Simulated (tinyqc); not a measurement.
# From lateral junction y_j(0) back to dose Q

Model: two-dimensional dopant profile at a mask edge: lateral junction, overlap and effective channel length. Computed by tinyqc, a small Python program. Command: `OMP_NUM_THREADS=1 python tinyqc.py 3005728 3005729 out.jsonl lateral inv`. One thread of a shared host (Intel(R) Xeon(R) Processor @ 2.30GHz), about 0.01 s of CPU time with the checks.

Ions enter for y < 0; the mask (spacer, then gate) covers y > 0. x is the depth. The surface reflects dopant during the anneal.

Inputs (values chosen for the exercise, modelled on a source-drain extension in silicon):
```
quantity               value    unit
projected range R_p       15      nm
vertical straggle          7      nm
lateral straggle         5.2      nm
anneal budget D t      3e-14    cm^2
channel doping C_B   1.3e+17  1/cm^3
gate length L_g          120      nm
offset spacer            4.8      nm
oxide thickness          3.4      nm
```

Constants: eps_0 = 8.8541878128e-12 F/m.

Method:
- Widths s_x^2 = (vertical straggle)^2 + 2 D t, s_y^2 = (lateral straggle)^2 + 2 D t. C(x, y) = V(x) (1/2) erfc(y/(sqrt2 s_y)), V(x) = Q/(sqrt(2 pi) s_x) [exp(-(x - R_p)^2/(2 s_x^2)) + exp(-(x + R_p)^2/(2 s_x^2))]; 1 nm = 1e-7 cm.
- The vertical junction far from the mask solves V(x) = C_B.
- The lateral junction at depth x solves C = C_B: y_j(x) = sqrt2 s_y erfc^-1(2 C_B/V(x)). Overlap under the gate = y_j(0) - spacer; metallurgical channel L_met = L_g - 2 overlap (tails from the two sides are not added).
- Abruptness at y_j(0) in nm per decade = ln(10) s_y sqrt(pi/2) exp(u^2) erfc(u), u = y_j/(sqrt2 s_y). Overlap capacitance per width = 3.9 eps_0 overlap/t_ox (zero if there is no overlap).

Question. A run gave the result below. Find the dose Q, known to lie between 8.6e+14 and 2.1e+15 1/cm^2.

lateral junction y_j(0) = 18.6337 nm

Answer.

Each step takes the trial c = (a f_b - b f_a)/(f_b - f_a), f being the result less the target and a, b, c the logarithms of the listed values; c replaces end b, the old b replaces a if the sign of f changed, and otherwise f_a is halved.

Scan of the range:
```
dose Q (1/cm^2)  lateral junction y_j(0) (nm)
8.60e+14                              17.6207
9.98e+14                              17.8750
1.16e+15                              18.1288
1.34e+15                              18.3694
1.56e+15                              18.6201
1.81e+15                              18.8624
2.10e+15                              19.1020
```

False position (Illinois rule, in the logarithm of the input) inside the bracket:
```
step        end a        end b        trial  lateral junction y_j(0) (nm)
1     1.56000e+15  1.81000e+15  1.57307e+15                       18.6338
2     1.56000e+15  1.57307e+15  1.57293e+15                       18.6336
3     1.57307e+15  1.57293e+15  1.57300e+15                       18.6337
```

Lateral junction y_j(0) rises at every point of a 13-point scan of the range (every second point is shown), so one value fits; it is bracketed by 1.56e15 and 1.81e15. Answer: dose Q = 1.573e15 1/cm^2.

Caution: the peak exceeds usual solubilities, so part of the dose is inactive and diffusion is concentration dependent. Caution: the profile peaks below the surface, where the junction reaches further under the gate than y_j(0); the overlap given is the one at the surface.
